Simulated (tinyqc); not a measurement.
Band-to-band tunnelling across a p-n junction in a two-band chain, step by step. Values are carried at full precision from step to step, so a last printed digit may differ when a step is redone from the rounded ones.

Sites alternate A at -Eg/2 and C at +Eg/2 with hopping -t; near the edges, with k counted from the zone boundary pi/a, E^2 = (Eg/2)^2 + (t a k)^2, so t = sqrt(c Eg/m)/a gives the mass m, c = hbar^2/2m0. In the gap cosh(q a) = 1 + (Eg^2/4 - e^2)/(2 t^2), e the energy from the local mid-gap. The potential is V0 = Eg + ov on the p side (left), 0 on the n side, and falls linearly over the 2N sites of the junction, V_j = V0 (1 - j/(2N + 1)), j = 1 to 2N, site 1 being A. E = Eg/2 + x ov. A half chain that ends on a site of level e1 with neighbour e2 has g = (1 + z)/(E - e1), z = exp(-/+ i k a) the root with Im g < 0, cos(k a) = (E - e1)(E - e2)/(2 t^2) - 1. S_L = t^2 g (ending on C, shifted by V0), S_R = t^2 g (starting on A). T = 4 Im(S_L) Im(S_R) |G_(1,2N)|^2.

Constants: hbar^2/2m0 = 3.80998211 eV angstrom^2.

Parameters, chosen for this exercise (gap and mass near those of InSb; shifted at random, so the results belong to these values and not to a real crystal): Eg = 0.175 eV (gap); m = 0.0134 m0 (mass of electron and light hole); a = 6 angstrom (period (two sites)); ov = 0.37 eV (overlap: top of the valence band on the p side above the conduction edge on the n side); N = 5 (periods in the small junction); x = 0.45 (energy above the n-side conduction edge, as a share of ov).

## Hopping, field and tunnelling length

Form t, V0, E, the field F = V0/((2N + 1) a/2) (1 V/angstrom = 100 MV/cm) and the length Eg/F over which E lies in the gap.

t = 1.1756 eV
V0 = 0.5450 eV
E = 0.2540 eV
F = 1.652 MV/cm
tunnelling length = 10.60 angstrom

So short a junction keeps the matrix small; its field is of the size of the 1 to 3 MV/cm of tunnel diodes.

## Self-energies of the two sides

Form cos(k a) and S for each side.

cos(k a): left -0.972136, right -0.979431

S_L, S_R (eV): -0.10175-0.85601i  0.08325-0.81666i

## Recursive Green function

g_1 = 1/(E - e_1 - S_L); g_j = 1/(E - e_j - t^2 g_(j-1)), with S_R also subtracted at the last site; G_1j = G_1(j-1) (-t) g_j, G_11 = g_1; e_j is the site level plus V_j. The self-energies stand in the order S_L, S_R.

Sweep:
```
j   e_j (eV)       g_j (1/eV)      G_1j (1/eV)
1     0.4080  -0.0710-1.1639i  -0.0710-1.1639i
2     0.5334  -0.0692-0.6138i   0.8342-0.1459i
3     0.3089   0.0565-1.1760i   0.1463+1.1629i
4     0.4343  -0.0954-0.6001i  -0.8040+0.2336i
5     0.2098   0.2449-1.1537i  -0.0854-1.1578i
6     0.3352  -0.1544-0.5865i   0.7828-0.2690i
7     0.1107   0.4548-1.0335i  -0.0917+1.0950i
8     0.2361  -0.2531-0.5919i  -0.7892+0.2620i
9     0.0116   0.5806-0.8021i   0.2917-0.9230i
10    0.1370  -0.1789-0.4480i   0.5475-0.0405i
```

T = 0.8426

## WKB for the same field

T = exp(-2 I/F), I = integral of q de across the gap. Continuum: q = sqrt(Eg^2/4 - e^2)/(t a), I = pi Eg^2/(8 t a). Lattice: q from the cosh formula, 12 Gauss-Legendre points in u with e = (Eg/2) sin(u), u from -pi/2 to pi/2. F in V/angstrom is the value in MV/cm over 100.

I (eV/angstrom): continuum 0.001705, lattice 0.001705

T by WKB: continuum 0.8135, lattice 0.8135

The chain gives 0.8426, 1.036 times the lattice WKB value; the exponent is only 0.21, and reflections at the two kinks of the potential count.

## Checks

- G_(1,2N) from the sweep against inversion of the whole matrix (size): both 0.54895.

tinyqc: `OMP_NUM_THREADS=1 python tinyqc.py 1480168 1480169 out.jsonl`; about 0.01 s, one thread, shared Intel(R) Xeon(R) Processor @ 2.30GHz.
